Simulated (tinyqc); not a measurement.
# Kinetics of strain relaxation and threading dislocations in mismatched semiconductor layers, step by step

A worked calculation. Computed by tinyqc, a small Python program that keeps every step. Command: `OMP_NUM_THREADS=1 python tinyqc.py 3020795 3020796 out.jsonl threading walk`. One thread of a shared host (Intel(R) Xeon(R) Processor @ 2.30GHz), about 0.01 s of CPU time with the checks. Intermediate numbers are printed to about 6 digits and carried at full precision; extremes and crossings named in words are read from the listed rows.

60-degree dislocations on {111} planes of a (001) layer, isotropic elasticity. The Schmid factor is 1/sqrt(6), and a misfit segment relieves strain with b/2.

Inputs (values chosen for the exercise, modelled on Si(0.7)Ge(0.3) on Si):
```
quantity,value,unit
misfit f,0.0131,-
shear modulus G,62.7,GPa
Poisson ratio nu,0.27,-
Burgers vector b,3.89,angstrom
glide activation energy Q,1.96,eV
velocity prefactor v0,26000,m/s per MPa
layer thickness h,99,nm
anneal temperature T,1014,K
anneal time t,100,s
initial thread density rho_0,12000,1/cm^2
multiplication constant delta,2600,1/m
grading rate (misfit per thickness) R_f,0.0063,1/micrometre
growth temperature of the buffer T_g,1108,K
growth rate R_g,1.8,nm/s
reaction radius r_A,62,nm
final thickness of a thick uniform layer H,0.9,micrometre
aspect ratio of a trench,2.6,-
```

Sources: fixed density of threads.

Constants: k_B = 8.617333262e-05 eV/K.

## Excess stress and glide velocity at the start

Excess resolved stress tau = (1/sqrt 6) [2 G (1 + nu)/(1 - nu)] (e - e_eq), e_eq = b (1 - nu/4) [ln(h/b) + 1]/(4 pi (1 + nu) h), the Matthews-Blakeslee strain of an uncapped layer; glide velocity v = v0 tau exp(-Q/(k_B T)), tau in MPa.

equilibrium strain e_eq = 0.00150135

excess stress tau = 1033.02 MPa

mobility v/tau = 4.71401e-06 m/s per MPa

initial velocity = 4869.68 micrometre/s

The layer carries 8.7 times its equilibrium strain. In the anneal time a thread would run 490000 micrometre at this speed. Caution: at stresses above about 1 GPa the linear velocity law understates glide, as stress lowers the kink barrier.

## Relaxation in the anneal

Threads run in two directions, so de/dt = -(b/4) rho v, with rho fixed. With x = e - e_eq, x0 = f - e_eq (fully strained at t = 0) and v = m S x (m the mobility, S x = tau): x = x0 exp(-t/t_r), t_r = 4/(b rho_0 m S). The half time is that at which x = x0/2.

strain left e = 0.00860725

share of the excess strain relieved = 38.7351 %

thread density = 12000 1/cm^2

half time = 141.469 s

Relaxation is under way. The misfit lines laid down are 0.043 micrometre apart. Caution: blocking of threads by crossing misfit lines, left out here, leaves real layers with more strain.

## Anneal temperature

The formulas are those given above.

After the time t:
```
T (K),first velocity (micrometre/s),relieved (%),threads (1/cm^2),half time (s)
852,6.84270e+01,0.6861,12000,1.00678e+04
892,2.26533e+02,2.2535,12000,3.04110e+03
941,8.54629e+02,8.2395,12000,8.06092e+02
981,2.28982e+03,20.5777,12000,3.00857e+02
1030,6.89964e+03,50.0530,12000,9.98472e+01
1063,1.36946e+04,74.7888,12000,5.03053e+01
1111,3.45164e+04,96.8972,12000,1.99589e+01
1192,1.38740e+05,99.9999,12000,4.96549e+00
```

The half time follows exp(Q/(k_B T)), a decade for each 107 K near 1030 K. Relief goes from 21 % at 981 K to 74.8 % at 1063 K: with a fixed density the onset is gradual, and more threads relax the layer sooner. Caution: rows with more than 50 % relieved leave out blocking by crossing misfit lines, which slows real layers.

## Graded buffer

In steady grading, strain is fed at R_f R_g and relieved at (b/4) rho v. As a glide-limited estimate, the driving stress is taken as the mean stress of the strained top zone, whose depth z solves R_f z/2 = e_eq(z), with strain R_f z at the surface; tau_g = S R_f z/2 is its mean; then rho = 4 R_f R_g/(b m tau_g), m = v0 exp(-Q/(k_B T_g)), S = (1/sqrt 6) 2 G (1 + nu)/(1 - nu), e_eq(z) = b (1 - nu/4) [ln(z/b) + 1]/(4 pi (1 + nu) z).

depth z of the strained zone = 230.856 nm

stress tau_g = 64.7671 MPa

thread density of the buffer = 5695.44 1/cm^2

buffer thickness f/R_f = 2.07937 micrometre

Raising T_g by 50 K would lower this density by a factor 2.4: fast glide lets few threads do the work. Caution: real buffers seldom go below 1e5 /cm^2, as pile-ups and nucleation take over; this value is a lower bound.

## Thick uniform layer and trapping in a trench

A separate case, a thick relaxed layer. Pair reactions during growth: d rho/dh = -K rho^2 with K = 2 r_A tan(psi) and threads inclined by psi = 45 degrees (the <110> lines of {111} planes), so rho = 1/(K H) for a layer that starts with far more threads than that, as highly mismatched layers do. In a trench along [110] a thread on {111} rises at 54.74 degrees across the width, and leaves through the wall below the height w tan(54.74 degrees) = sqrt(2) w; the share of threads, evenly spread over the floor, that reach the top is max(0, 1 - a/sqrt 2) for the aspect ratio a.

thread density at H = 8.96057e+08 1/cm^2

share that reaches the top = 0

The trench traps all threads that cross it; those that run along it are not trapped. Thickness alone needs 810 micrometre for 1e6 /cm^2. Caution: at this small misfit a layer may start with fewer threads than 1/(K H), which is then only an upper bound.

Checks made by the program: strain against numerical integration (relative difference 1e-10).
